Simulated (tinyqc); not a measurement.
# Both saturation currents from two open-circuit voltages

Inverse problem. Without shunt, at open circuit JL = J01 (exp(Voc/Vt) - 1) + J02 (exp(Voc/(2 Vt)) - 1). Find J01, J02 and the mean ideality (Voc2 - Voc1)/(Vt ln(JL2/JL1)).

Parameters, values chosen for the exercise: temperature T = 298.15 K.

Constants: q = 1.602176634e-19 C, kB = 1.380649e-23 J/K, Vt = kB T/q. Results are converted to the units shown.

photocurrents (mA/cm^2): 33.2  332
Voc (V): 0.67742649  0.75928094

Answer. The relation is linear in J01 and J02, so two light levels give two equations; series resistance plays no part at open circuit.

J01 = 3.100e-14 A/cm^2
J02 = 4.600e-8 A/cm^2
mean ideality = 1.384

Numbers from tinyqc (`OMP_NUM_THREADS=1 python tinyqc.py 2280122 2280123 out.jsonl`; about 0.02 s on one thread of a shared Intel Xeon 2.30GHz).
